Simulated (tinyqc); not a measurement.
# Band bending at a free surface with one surface level, surface photovoltage and Kelvin probe: what changes with what

n-type bulk, xi = Ec - EF = Vt ln(Nc/Nd), p0 = ni^2/Nd, ni = sqrt(Nc Nv) exp(-Eg/(2 Vt)), Eg in volts. b is the upward band bending, u = b/Vt. Space charge per area, in units of q: Qc = sign(b) sqrt((2 eps0 eps_r Vt/q) [(Nd + dn)(exp(-u) - 1) + Nd u + (p0 + dn)(exp(u) - 1)]), with dn the excess density under light (flat quasi-Fermi levels; 0 in the dark). The level holds -Ns f, f = 1/(1 + exp((xi + b - Es)/Vt)). Neutrality: Qc + Qf + (charge of the states) = 0.

Inputs (values chosen for the exercise); band and dielectric values close to those of silicon:
```
symbol    value   unit                                    meaning
T           350      K                                temperature
Eg         1.12     eV                                   band gap
eps_r      11.8                             relative permittivity
Nc      3.57e19  cm^-3     conduction-band density of states at T
Nv       3.4e19  cm^-3        valence-band density of states at T
chi        4.13     eV                          electron affinity
Nd       2.7e17  cm^-3                              donor density
Qf       2.3e11  cm^-2       fixed positive charge at the surface
pt          4.4     eV             work function of the probe tip
Ns       1.9e12  cm^-2  density of an acceptor-like surface level
Es         0.39     eV        its depth below the conduction edge
```

Constants: q = 1.602176634e-19 C, kB = 1.380649e-23 J/K, Vt = kB T/q, eps0 = 8.8541878128e-14 F/cm where lengths are in cm. Results are converted to the units shown.

Each table varies one quantity; the others keep the values above.

## Photovoltage against injection

Under chopped light the surface charge keeps its dark value, so b falls to bL with Qc(bL, dn) = Qc(b, 0); the photovoltage is b - bL.

Results:
```
dn (cm^-3),bL (V),photovoltage (mV),share of b removed (%)
3.3e8,0.2345,8.767e-5,3.739e-5
4e9,0.2345,0.001063,4.532e-4
4.9e10,0.2345,0.01301,0.005549
6e11,0.2343,0.1586,0.06762
7.3e12,0.2327,1.825,0.7785
8.9e13,0.2199,14.58,6.217
1.3e16,0.1297,104.7,44.67
1.6e17,0.07191,162.6,69.33
2e18,0.02724,207.2,88.38
```

Estimate the missing row, dn = 1.1e15 cm^-3.

Computed row:
```
dn (cm^-3),bL (V),photovoltage (mV),share of b removed (%)
1.1e15,0.1825,51.98,22.17
```

With this row back in the table: The photovoltage rises from 8.77e-5 to 207 mV, towards the full b = 234 mV. Its steepest rise is 53.1 mV a decade (Vt ln 10 = 69.4 mV), and it reaches 88.4 % of b in the last row: even strong light does not flatten the bands fully, so a saturation reading understates b. For dn = 2e18 the injection is high, and a Dember voltage, left out here, adds to the signal.

## Kelvin-probe contrast of the doping

Same model as above.

Work function chi + xi + b; contact potential difference CPD = (work function of the sample) - pt. b solves the neutrality condition in the dark.

Kelvin-probe contrast of the doping:
```
Nd (cm^-3),xi (eV),b (V),CPD (mV)
2e14,0.36471,0.083331,178.04
8e14,0.32290,0.12250,175.40
3.2e15,0.28109,0.15900,170.09
1.3e16,0.23881,0.19149,160.30
5.1e16,0.19758,0.21703,144.61
2e17,0.15637,0.23314,119.51
8.2e17,0.11381,0.21907,62.883
3.3e18,0.071819,0.093516,-104.66
```

What does the table show?

xi falls by 293 mV over the table and the CPD by 283 mV; b goes from 0.0833 through a maximum of 0.233 (at Nd = 2e17 cm^-3 among the rows listed) to 0.0935 V. Between the first two rows the CPD follows 6.33 % of the change of xi, and between the last two 399 %. It is below 100 % where b rises with the doping (pinning hides it). It exceeds 100 % where b falls as the doping rises.

## Pinning by the surface states

Same model as above.

Results:
```
Ns (cm^-2),b (V),xi + b (eV),Qc (cm^-2)
2.4e10,-0.023477,0.12384,-2.0600e11
6.7e10,-0.019090,0.12823,-1.6301e11
1.8e11,-0.0063214,0.14100,-5.0047e10
5.1e11,0.045673,0.19299,2.7926e11
1.4e12,0.21182,0.35914,7.9986e11
1.1e13,0.30560,0.45292,9.8486e11
2.9e13,0.33575,0.48307,1.0373e12
8.1e13,0.36639,0.51371,1.0881e12
```

Estimate the missing row, Ns = 3.9e12 cm^-2.

Computed row:
```
Ns (cm^-2),b (V),xi + b (eV),Qc (cm^-2)
3.9e12,0.26908,0.41640,9.1724e11
```

With this row back in the table: b rises from -0.0235 to 0.366 V. The level is over 95 % full (Qc near Ns - Qf) in the 4 rows with xi + b more than 3 Vt short of Es = 0.39 eV. Beyond that it empties, and between the last two rows b gains only 68.7 mV a decade.

tinyqc, about 0.01 s, one thread, Intel Xeon 2.30GHz (shared host): `OMP_NUM_THREADS=1 python tinyqc.py 2430165 2430166 out.jsonl`
